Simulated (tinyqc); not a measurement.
Thermal RC ladder, step response: two steps of the calculation.

A ladder of 2 nodes: R_i joins node i to node i + 1, the last R to the ambient; C_i is the heat capacity of node i; theta is the rise above ambient, zero at t = 0. d theta/dt = -A theta + b with b = (Pw/C_1, 0, ...), times in ms.

Values chosen for this exercise:
- R = [0.93, 0.51] K/W (resistances, junction to ambient)
- C = [0.43, 2.2] mJ/K (heat capacities of the nodes)
- Pw = 6.5 W (power at node 1 from t = 0)
- dt = 0.31 ms (time step)

Task 1. The rate matrix. A = C^(-1) K, K_ii = 1/R_(i-1) + 1/R_i (no first term for node 1), K_(i,i+1) = K_(i+1,i) = -1/R_i.

Find: A.

Result 1.

A (1/ms):
```
        node 1  node 2
node 1   2.501  -2.501
node 2  -0.489   1.380
```

Task 2. One time step. Explicit Euler: theta(new) = theta + dt (b - A theta).

A (1/ms):
```
            node 1      node 2
node 1   2.5006252  -2.5006252
node 2  -0.4887586   1.3800242
```

theta after step 1 (K): node 1 4.6860465, node 2 0.0000000

Find: theta after step 2.

Result 2.

theta after step 2 (K): node 1 5.739, node 2 0.710

Computed by the program tinyqc: `OMP_NUM_THREADS=1 python tinyqc.py 2520012 2520013 out.jsonl`, one thread of a shared Intel Xeon 2.30GHz, about 0.01 s for the whole run.
